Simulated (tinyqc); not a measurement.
Transmission against field: band-to-band tunnelling across a p-n junction in a two-band chain.

Sites alternate A at -Eg/2 and C at +Eg/2 with hopping -t; near the edges, with k counted from the zone boundary pi/a, E^2 = (Eg/2)^2 + (t a k)^2, so t = sqrt(c Eg/m)/a gives the mass m, c = hbar^2/2m0. In the gap cosh(q a) = 1 + (Eg^2/4 - e^2)/(2 t^2), e the energy from the local mid-gap. The potential is V0 = Eg + ov on the p side (left), 0 on the n side, and falls linearly over the 2N sites of the junction, V_j = V0 (1 - j/(2N + 1)), j = 1 to 2N, site 1 being A. E = Eg/2 + x ov. A half chain that ends on a site of level e1 with neighbour e2 has g = (1 + z)/(E - e1), z = exp(-/+ i k a) the root with Im g < 0, cos(k a) = (E - e1)(E - e2)/(2 t^2) - 1. S_L = t^2 g (ending on C, shifted by V0), S_R = t^2 g (starting on A). T = 4 Im(S_L) Im(S_R) |G_(1,2N)|^2.

Constants: hbar^2/2m0 = 3.80998211 eV angstrom^2.

Values chosen for the exercise (gap and mass near those of GaAs; the results hold for these values, not for the real material): Eg = 1.358 eV (gap); m = 0.073 m0 (mass of electron and light hole); a = 5 angstrom (period (two sites)); ov = 0.16 eV (overlap: top of the valence band on the p side above the conduction edge on the n side); x = 0.35 (energy above the n-side conduction edge, as a share of ov).

N is varied at fixed V0 and E. WKB: exp(-2 I/F) with I = pi Eg^2/(8 t a), F = V0/((2N + 1) a/2); this is the Landau-Zener result for a uniform field.

Against N:

| N | F (MV/cm) | exponent | T, chain | T, WKB | ratio |
|---|---|---|---|---|---|
| 5 | 5.520 | 3.117 | 0.0476 | 0.0443 | 1.075 |
| 8 | 3.572 | 4.817 | 0.0118 | 0.00809 | 1.458 |
| 12 | 2.429 | 7.083 | 0.00148 | 0.000839 | 1.762 |
| 18 | 1.641 | 10.484 | 5.54e-05 | 2.80e-05 | 1.978 |
| 26 | 1.146 | 15.017 | 6.22e-07 | 3.01e-07 | 2.067 |
| 38 | 0.789 | 21.817 | 6.82e-10 | 3.35e-10 | 2.038 |
| 55 | 0.547 | 31.451 | 4.19e-14 | 2.19e-14 | 1.911 |
| 80 | 0.377 | 45.618 | 2.68e-20 | 1.54e-20 | 1.738 |

T falls from 0.0476 at 5.52 to 2.68e-20 at 0.38 MV/cm. ln T against 1/F has slope -17.319 MV/cm between the rows N = 38 and 80, against -2I = -17.204. The ratio to WKB stays between 1.07 (N = 5) and 2.07 (N = 26): the exponent decides, and the ratio holds the reflections where the field begins and ends and the lattice correction to q, which scales the exponent and so grows with N.

(tinyqc, `OMP_NUM_THREADS=1 python tinyqc.py 1450644 1450645 out.jsonl`, Intel(R) Xeon(R) Processor @ 2.30GHz, 1 thread, shared host, about 0.01 s.)
